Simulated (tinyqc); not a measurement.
Implant damage, amorphisation by cascade overlap, and solid-phase epitaxial regrowth: one step, computed by the program tinyqc.

Range and width of the damage are inputs. Dynamic annealing enters only through the surviving share f.

Question. Damage energy and displacements per ion. Robinson partition: eps = E a M2/(Z1 Z2 (e^2/(4 pi eps_0)) (M1 + M2)), a = 0.8853 a_0/sqrt(Z1^(2/3) + Z2^(2/3)); k = 0.0793 Z1^(2/3) Z2^(1/2) (M1 + M2)^(3/2)/((Z1^(2/3) + Z2^(2/3))^(3/4) M1^(3/2) M2^(1/2)); damage energy T_d = E/(1 + k (eps + 0.40244 eps^(3/4) + 3.4008 eps^(1/6))); displacements nu = 0.8 T_d/(2 E_d).

Inputs (values chosen for the exercise, modelled on germanium ions in silicon): ion Z1 = 32; ion mass M1 = 72.6 u; target Z2 = 14; target mass M2 = 28.09 u; ion energy E = 68 keV; displacement energy E_d = 17 eV.

Constants: a_0 = 0.529177210903 angstrom; e^2/(4 pi eps_0) = 14.39964548 eV angstrom.

Give: reduced energy eps; k; damage energy T_d; T_d/E; displacements per ion nu.

Answer.

reduced energy eps = 0.3456

k = 0.1158

damage energy T_d = 48.89 keV

T_d/E = 0.7189

displacements per ion nu = 1150

28 % of the energy goes to electrons.
